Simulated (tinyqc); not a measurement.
Inside a calculation. Model: capillary instabilities by surface diffusion: grooving and agglomeration of films, edge retraction, wire break-up and smoothing of roughness. Computed by tinyqc, a small Python program that keeps every step. Command: `OMP_NUM_THREADS=1 python tinyqc.py 3027414 3027415 out.jsonl dewet walk`. One thread of a shared host (Intel(R) Xeon(R) Processor @ 2.30GHz), about 0.01 s of CPU time with the checks. Intermediate numbers are printed to about 6 digits and carried at full precision; extremes and crossings named in words are read from the listed rows.

Isotropic surface energy; shapes change by surface diffusion alone.

Inputs (values chosen for the exercise, of the order of those of a cobalt film):
```
quantity                                value        unit
surface energy gamma_s                   2.27       J/m^2
grain-boundary energy gamma_b            0.89       J/m^2
contact angle on the substrate theta       50     degrees
atomic volume Omega                      11.1  angstrom^3
surface sites nu                           11      1/nm^2
prefactor D0                          5.8e-06       m^2/s
activation energy Q                      1.63          eV
temperature T                             956           K
time t                                    470           s
film thickness h                           21          nm
grain radius R                            160          nm
wire radius r                              39          nm
initial ripple over radius               0.01           -
roughness wavelength lambda                15          nm
```

Grooves: at the surface only.

Constants: k_B = 8.617333262e-05 eV/K; k_B = 1.380649e-23 J/K.

## The Mullins constant

B = D_s nu gamma_s Omega^2/(k_B T), D_s = D0 exp(-Q/(k_B T)).

D_s = 1.48081e-14 m^2/s

B = 3451.63 nm^4/s

length (B t)^(1/4) = 35.6887 nm

Lengths grow as t^(1/4): doubling one takes 16 times as long, or roughly 170 K more.

## Will grooves cut through?

Groove angle beta: sin(beta) = gamma_b/(2 gamma). For circular grains of radius R with spherical caps the groove ends (measured from the mean surface) at the depth R g(beta), g = (2 - 3 cos beta + cos^3 beta)/(3 sin^3 beta). The film parts if R g(beta_s) > h.

beta_s = 11.3052 degrees

sum of g = 0.0496505

critical R/h = 20.1408

final depth over h = 0.378290

The grooves stop short by this estimate; triple junctions groove deeper and may still open.

## Groove growth in time

Mullins' isolated groove: depth below the flat surface d = 0.780 m (B t)^(1/4), m = tan(beta_s), width between the ridges 4.6 (B t)^(1/4); time to reach h: (h/(0.780 m))^4/B.

groove depth = 5.56505 nm

groove width = 164.168 nm

time to reach the substrate = 95301.6 s

Caution: the grains are too small for the surface groove ever to reach the depth h.

## Retraction of a straight edge

A rim shaped as a circular segment with contact angle theta holds the area h x; its radius r obeys r^2 (theta - sin theta cos theta) = h x. To advance, the edge must carry a strip of the rim height H = r (1 - cos theta) over the rim, driven by the curvature 1/r over the distance r theta (the scaling argument of Brandon and Bradshaw): H dx/dt = B/(theta r^2) gives x^(5/2) = (5/2) B t c^(3/2)/(theta (1 - cos theta) h^(3/2)), c = theta - sin theta cos theta.

retraction x = 63.1586 nm

rim height H = 21.0966 nm

present speed = 0.0537520 nm/s

The rim is 1.0 times the film thickness. x goes as t^(2/5) h^(-3/5): thin films retract faster. Caution: the rim is not yet high against the film, as the scaling law assumes.

## Break-up of a free wire

A wire with r + A cos(k z) has dA/dt = (B/r^4) (kr)^2 [1 - (kr)^2] A: unstable for wavelengths above 2 pi r, fastest at kr = 1/sqrt 2 with the rate B/(4 r^4); break-up time about (4 r^4/B) ln(r/A0); each wavelength makes a sphere of radius (3 r^2 lambda_m/4)^(1/3).

fastest wavelength = 346.545 nm

break-up time = 12346.4 s

radius of the spheres = 73.3922 nm

t over the break-up time = 0.0380678

The wire survives t. Caution: faceting can stabilise wires along low-index directions.

## Smoothing against break-up

Roughness of wavelength lambda on a flat face decays as exp[-B (2 pi/lambda)^4 t]; the smoothing time is that for a factor e^3.

Times (s); the last column is (h/(0.780 tan beta_s))^4/B:
```
T (K)   B (nm^4/s)    smoothing  wire break-up  groove to depth h
813    1.25016e+02  7.79472e-01    3.40877e+05        2.63122e+06
860    4.21476e+02  2.31203e-01    1.01109e+05        7.80461e+05
908    1.27686e+03  7.63172e-02    3.33749e+04        2.57620e+05
956    3.45163e+03  2.82321e-02    1.23464e+04        9.53016e+04
1004   8.46380e+03  1.15133e-02    5.03499e+03        3.88650e+04
1052   1.90815e+04  5.10687e-03    2.23333e+03        1.72390e+04
1147   7.75933e+04  1.25586e-03    5.49211e+02        4.23935e+03
```

All times share 1/B, so their ratios do not depend on T: break-up over smoothing is 440000. An anneal can smooth this roughness well before the wire breaks. Smoothing is safe for lambda well below 2 pi r, above which a ripple along the wire grows instead. B spans 2.8 decades over these rows.

Checks made by the program: g against the volume of a spherical cap (relative difference below 1e-10).
